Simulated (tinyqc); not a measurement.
LED efficiency against current.

ABC model of an LED: J = q da (A n + Ba n^2 + Ca n^3), IQE = Ba n^2/(A n + Ba n^2 + Ca n^3), differential lifetime 1/(A + 2 Ba n + 3 Ca n^2).

Values chosen for this exercise: defect coefficient of the active layer A = 1.1e5 1/s; radiative coefficient of the active layer Ba = 5.3e-10 cm^3/s; Auger coefficient of the active layer Ca = 8.7e-30 cm^6/s; thickness of the active layer da = 4.5 nm.

Constants: q = 1.602176634e-19 C. Results are converted to the units shown.

LED efficiency against current:

| J (A/cm^2) | n (cm^-3) | IQE (%) | defect share (%) | Auger share (%) | differential lifetime (ns) |
|---|---|---|---|---|---|
| 0.002 | 7.1312e15 | 97.161 | 2.8278 | 0.011374 | 130.37 |
| 0.007 | 1.3430e16 | 98.457 | 1.5216 | 0.021705 | 69.685 |
| 0.03 | 2.7910e16 | 99.217 | 0.73782 | 0.045455 | 33.654 |
| 0.1 | 5.1031e16 | 99.512 | 0.40472 | 0.083360 | 18.426 |
| 0.5 | 1.1418e17 | 99.632 | 0.18111 | 0.18674 | 8.2318 |
| 2 | 2.2825e17 | 99.537 | 0.090509 | 0.37293 | 4.1083 |
| 8 | 4.5575e17 | 99.213 | 0.045181 | 0.74223 | 2.0465 |
| 30 | 8.7963e17 | 98.554 | 0.023254 | 1.4230 | 1.0496 |
| 100 | 1.5968e18 | 97.433 | 0.012664 | 2.5539 | 0.56841 |

The IQE goes from 97.2 through a maximum of 99.6 (at J = 0.5 A/cm^2 among the rows listed) to 97.4 %. The exact peak, Q/(Q + 2) = 99.6 % with Q = Ba/sqrt(A Ca) = 542, lies at n = sqrt(A/Ca) = 1.12e17 cm^-3, J = 0.485 A/cm^2, where the defect and Auger shares are equal. n goes as J^(0.51) at the low end and J^(0.50) at the high end.

Program tinyqc, `OMP_NUM_THREADS=1 python tinyqc.py 2300001 2300002 out.jsonl`; Intel Xeon 2.30GHz, shared host, one thread, about 0.01 s.
